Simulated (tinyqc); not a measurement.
Hopping conduction between localised states: one step, computed by the program tinyqc.

Energies are counted from the Fermi level. A small network shows the mechanism; the laws of an infinite system follow.

Question. Pair exponents. Miller-Abrahams exponent s_ij = 2 r_ij/xi + (|E_i| + |E_j| + |E_i - E_j|)/(2 k_B T); G_ij = G_0 exp(-s_ij). The diagonal is set to 0 and not used.

Inputs (values chosen for the exercise, for a model amorphous semiconductor): localisation length xi = 2.2 nm; temperature T = 25 K.

Dimension: 3D.

sites of the small network (nm, nm, meV):
```
,x,y,energy
1,0,0.57,-1.05
2,3.07,6.28,11.76
3,7.5,4.91,-17.55
4,13.98,2.5,15.3
5,18.12,4.39,2.75
6,22,6.59,1.02
```

Constants: k_B = 8.617333262e-05 eV/K.

Give: s_ij.

Answer.

s_ij:
```
,1,2,3,4,5,6
1,0.000,11.840,16.024,20.419,18.599,21.696
2,11.840,0.000,17.821,17.599,19.248,22.670
3,16.024,17.821,0.000,21.533,19.089,21.890
4,20.419,17.599,21.533,0.000,11.239,15.286
5,18.599,19.248,19.089,11.239,0.000,5.331
6,21.696,22.670,21.890,15.286,5.331,0.000
```
